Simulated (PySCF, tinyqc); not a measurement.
Worked calculation: CCSD on RHF in the sto-3g basis, for H3+, spin multiplicity 1. The lowest restricted solution is unstable here: a spin-polarised one lies 0.0050 hartree lower (PySCF). One step of it, computed by the program tinyqc.

Problem. CCSD: starting amplitudes. t_ij^ab = <ij||ab> / (e_i + e_j - e_a - e_b), whose energy is MP2.

orbital energies (hartree): [-0.876076, -0.335038, 0.137569]

Two-electron integrals over orbitals (pq|rs), unique and non-zero (hartree):
```
(11|11) 0.536587    (21|21) 0.147185    (22|11) 0.452411    (22|22) 0.512347
(31|11) 0.091762    (31|22) -0.049168   (31|31) 0.141495    (32|21) -0.144904
(32|32) 0.161372    (33|11) 0.542647    (33|22) 0.480445    (33|31) 0.079684
(33|33) 0.576623
```

Give: Starting amplitudes; correlation energy.

Solution.

Starting amplitudes (spin orbitals 1a, 1b, ...; amplitudes related by a flip of all spins are not repeated):
```
from      to        t
1a 1b  2a 2b  -0.1360
1a 1b  3a 3b  -0.0698
```

correlation energy = -0.029896 hartree
